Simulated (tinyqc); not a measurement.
# Which input was changed?

Model: global model of a low-pressure process discharge: electron temperature, density, ion flux and ion energy. Computed by tinyqc, a small Python program. Command: `OMP_NUM_THREADS=1 python tinyqc.py 3113599 3113600 out.jsonl plasma which`. One thread of a shared host (Intel(R) Xeon(R) Processor @ 2.30GHz), about 0.05 s of CPU time with the checks.

Maxwellian electrons with temperature T_e in eV, one positive ion, no negative ions, uniform bulk density n; rate constants have the Arrhenius form.

Inputs (values chosen for the exercise, of the order of those of an inductive discharge in a simple atomic gas):
```
quantity                          value   unit
ion mass M                           19      u
ionisation prefactor K0         4.6e-14  m^3/s
ionisation energy E_iz             14.1     eV
excitation prefactor X0         2.1e-14  m^3/s
excitation energy E_ex             8.48     eV
elastic rate constant K_el      1.6e-13  m^3/s
ion-neutral cross section         8e-19    m^2
pressure p                          0.8     Pa
gas temperature T_g                 600      K
radius R                             23     cm
height L                             12     cm
absorbed power P                    360      W
bias power P_b                       22      W
radius of the biased electrode       10     cm
bias frequency                      0.4    MHz
```

Constants: k_B = 1.380649e-23 J/K; e = 1.602176634e-19 C; u = 1.6605390666e-27 kg; m_0 = 9.1093837015e-31 kg; eps_0 = 8.8541878128e-12 F/m.

Method:
- n_g = p/(k_B T_g); lambda_i = 1/(n_g sigma); h_L = 0.86/sqrt(3 + L/(2 lambda_i)), h_R = 0.8/sqrt(4 + R/lambda_i); A_eff = 2 pi R^2 h_L + 2 pi R L h_R; d_eff = pi R^2 L/A_eff.
- Particle balance: K0 exp(-E_iz/T_e) n_g d_eff = u_B, u_B = sqrt(e T_e/M).
- Root found by bracketing.
- E_c = E_iz + (X0 exp(-E_ex/T_e) E_ex + K_el (3 m_0/M) T_e)/K_iz; wall potential V_s = (T_e/2) ln(M/(2 pi m_0)); E_T = E_c + 2 T_e + T_e/2 + V_s; n = P/(e u_B A_eff E_T); ion current density J = e h_L n u_B; ionised share n/n_g.
- All bias power goes to ions: V_b = P_b/(J pi r^2). Debye length at the sheath edge lambda_D = sqrt(eps_0 T_e/(e h_L n)); Child-law sheath s = (sqrt2/3) lambda_D (2 V/T_e)^(3/4), V = V_b + V_s; ion transit time tau_i = 3 s sqrt(M/(2 e V)); collisions in the sheath s/lambda_i.

Question. One of these inputs alone was changed, within the range given: ion mass M (9.5 to 38); ionisation energy E_iz (7.05 to 28.2); pressure p (0.4 to 1.6); height L (6 to 24). Which one, and to what value?

Results:
```
run     T_e (eV)  ion current density J (mA/cm^2)  bias voltage V_b (V)
before  2.717976                         1.327817              52.73934
after   2.911036                         1.377582              50.83411
```

Answer.

Each candidate set to reproduce T_e, and what it then gives:
```
candidate                    range searched  value needed  ion current density J (mA/cm^2)  bias voltage V_b (V)
ion mass M (u)                    9.5 to 38         10.23                           1.4043                49.868
ionisation energy E_iz (eV)    7.05 to 28.2         15.00                           1.1792                59.388
pressure p (Pa)                  0.4 to 1.6        0.6320                           1.3776                50.834
height L (cm)                       6 to 24         8.905                           1.4917                46.945
```

Only pressure p fits every result: it went from 0.8 to 0.632 Pa. The next best candidate, ion mass M, misses one result by 1.9 %.
